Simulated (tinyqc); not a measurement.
Worked calculation: empirical pseudopotential in a few plane waves. One step of it, computed by the program tinyqc.

Task: Levels at k. Diagonalise the Hermitian matrix.

H(k) at k (eV), lower triangle (Hermitian):
```
                     +0+0+0               -1-1-1               -1-1+1               -1+1-1
+0+0+0             1.358557
-1-1-1   2.424411-0.702309i             8.105005
-1-1+1  -2.424411-0.702309i   0.000000+0.299325i            12.701486
-1+1-1  -2.424411-0.702309i   0.000000+0.299325i             0.503411             5.139533
-1+1+1  -2.424411+0.702309i            -0.503411   0.000000+0.299325i   0.000000+0.299325i
+1-1-1  -2.424411-0.702309i   0.000000+0.299325i             0.503411             0.503411
+1-1+1  -2.424411+0.702309i            -0.503411   0.000000+0.299325i             0.000000
+1+1-1  -2.424411+0.702309i            -0.503411             0.000000   0.000000+0.299325i
+1+1+1   2.424411+0.702309i             0.000000            -0.503411            -0.503411
-2+0+0   0.000000-0.299325i  -2.424411+0.702309i  -2.424411-0.702309i  -2.424411-0.702309i
+0-2+0   0.000000-0.299325i  -2.424411+0.702309i  -2.424411-0.702309i   0.567620-0.096207i
+0+0-2   0.000000-0.299325i  -2.424411+0.702309i   0.567620-0.096207i  -2.424411-0.702309i
+0+0+2   0.000000+0.299325i  -0.567620-0.096207i   2.424411+0.702309i  -0.567620+0.096207i
+0+2+0   0.000000+0.299325i  -0.567620-0.096207i  -0.567620+0.096207i   2.424411+0.702309i
+2+0+0   0.000000+0.299325i  -0.567620-0.096207i  -0.567620+0.096207i  -0.567620+0.096207i

                     -1+1+1               +1-1-1               +1-1+1               +1+1-1
-1+1+1             9.736014
+1-1-1             0.000000            15.222137
+1-1+1             0.503411   0.000000+0.299325i            19.818618
+1+1-1             0.503411   0.000000+0.299325i             0.503411            12.256665
+1+1+1   0.000000+0.299325i            -0.503411   0.000000+0.299325i   0.000000+0.299325i
-2+0+0   2.424411-0.702309i   0.567620-0.096207i  -0.567620-0.096207i  -0.567620-0.096207i
+0-2+0  -0.567620-0.096207i  -2.424411-0.702309i   2.424411-0.702309i  -0.567620-0.096207i
+0+0-2  -0.567620-0.096207i  -2.424411-0.702309i  -0.567620-0.096207i   2.424411-0.702309i
+0+0+2  -2.424411+0.702309i  -0.567620+0.096207i  -2.424411+0.702309i   0.567620+0.096207i
+0+2+0  -2.424411+0.702309i  -0.567620+0.096207i   0.567620+0.096207i  -2.424411+0.702309i
+2+0+0   0.567620+0.096207i   2.424411+0.702309i  -2.424411+0.702309i  -2.424411+0.702309i

                     +1+1+1     -2+0+0     +0-2+0     +0+0-2
+1+1+1            16.853146
-2+0+0  -0.567620+0.096207i   9.068783
+0-2+0  -0.567620+0.096207i   0.503411  19.151387
+0+0-2  -0.567620+0.096207i   0.503411   0.503411  11.589434
+0+0+2  -2.424411-0.702309i  -0.503411  -0.503411   0.000000
+0+2+0  -2.424411-0.702309i  -0.503411   0.000000  -0.503411
+2+0+0  -2.424411-0.702309i   0.000000  -0.503411  -0.503411

           +0+0+2     +0+2+0     +2+0+0
+0+0+2  20.782396
+0+2+0   0.503411  13.220443
+2+0+0   0.503411   0.503411  23.303047
```

Give: eigenvalues.

Result:

eigenvalues (eV): -2.8119  2.8924  5.4614  5.7166  9.8246  11.4006  11.9969  12.8817  14.6191  15.6876  17.3712  20.0857  22.1983  23.4430  27.5395
